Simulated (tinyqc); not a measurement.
## MOS inversion layer, Poisson-Schroedinger loop: effect of the sheet density of depletion charge

Electrons confined at an insulator interface at z = 0, treated as a hard wall; parabolic valleys, Hartree approximation, no image or exchange terms. The depletion charge lies far deeper than the electrons and gives a uniform field q Nd/(eps0 eps_r); the gate balances all charge. Energies are counted from the band edge at the interface.

Schroedinger equation -(C/mz) psi'' + (V0 + U) psi = E psi, C = hbar^2/(2 m0), psi(0) = 0, on a uniform mesh of 800 nodes with a far wall at 22 nm, 8 levels a set; V0 = q Nd z/(eps0 eps_r); dU/dz = q (Ns - integral of n from 0 to z)/(eps0 eps_r), U(0) = 0; N_k = g md m0 q Vt/(pi hbar^2) ln(1 + exp((EF - E_k)/Vt)), g the number of valleys of the set, sum N_k = Ns. Triangular well: E_k = a_k (C F^2/mz)^(1/3), a_1 = 2.338107, a_2 = 4.087949, C = hbar^2/(2 m0), F in eV/nm. Fang-Howard (all electrons in the lowest level of set A): b^3 = 6 (mz1/C) q (Nd + 11 Ns/32)/(eps0 eps_r), centroid 3/b, level C b^2/(4 mz1) + (3/b) q (Nd + 11 Ns/16)/(eps0 eps_r). The centroid adds 3.9 z_av/eps_r to an oxide-equivalent thickness. Shares under 0.0001 % are printed as 0.

Parameters, values chosen for the exercise; masses and permittivity close to those of 4H silicon carbide (0001): temperature T = 300 K; relative permittivity eps_r = 9.85; mass along z of valley set A (3 valley(s)) mz1 = 0.335 m0; in-plane density-of-states mass of set A md1 = 0.424 m0; sheet density of electrons Ns = 6e12 cm^-2.

Constants: q = 1.602176634e-19 C, kB = 1.380649e-23 J/K, hbar = 1.054571817e-34 J s, m0 = 9.1093837015e-31 kg, Vt = kB T/q, eps0 = 8.8541878128e-14 F/cm where lengths are in cm, hbar^2/(2 m0) = 0.0380998212 eV nm^2. Results are converted to the units shown.

Result of one run:
columns A: A1 (meV); B: A2 (meV); C: EF (meV); D: share of A1 (%); E: share of A2 (%); F: centroid z_av (nm); G: added oxide equivalent (nm); H: Fang-Howard centroid (nm)
```
A      B    C     D     E     F     G     H
228  297  208  88.0  7.16  2.78  1.10  2.34
```

Which sheet density of depletion charge Nd gave this result: 1e11, 1.6e12, 2.9e12 or 5e12 cm^-2?

Nd = 1e11 cm^-2.

The whole series:
columns A: Nd (cm^-2); B: A1 (meV); C: A2 (meV); D: EF (meV); E: share of A1 (%); F: share of A2 (%); G: centroid z_av (nm); H: added oxide equivalent (nm); I: Fang-Howard centroid (nm)
```
A         B    C    D     E       F     G      H     I
1e11    228  297  208  88.0    7.16  2.78   1.10  2.34
1.7e11  229  300  210  89.0    6.94  2.67   1.06  2.32
3.1e11  233  306  214  90.6    6.42  2.49  0.987  2.27
5.3e11  239  317  221  92.9    5.46  2.29  0.908  2.21
9.4e11  250  339  233  95.7    3.70  2.07  0.820  2.10
1.6e12  268  376  251  98.0    1.83  1.88  0.744  1.97
2.9e12  302  446  287  99.5   0.479  1.67  0.662  1.78
5e12    356  549  340  99.9  0.0707  1.48  0.587  1.58
```

As Nd goes from 1e11 to 5e12, A1 rises from 228 to 356 meV, the share of A1 rises from 88.0 to 99.9 % and the centroid falls from 2.78 to 1.48 nm. A1 goes as Nd^(0.30) between the last two rows (a triangular well in the field of that charge alone gives 2/3). The Fang-Howard centroid is 16 % below the full one in the first row, where A1 holds 88.0 %, and 6.5 % above it in the last, where A1 holds 99.9 %.

Numbers from tinyqc (`OMP_NUM_THREADS=1 python tinyqc.py 2160025 2160026 out.jsonl`; about 0.6 s on one thread of a shared Intel Xeon 2.30GHz).
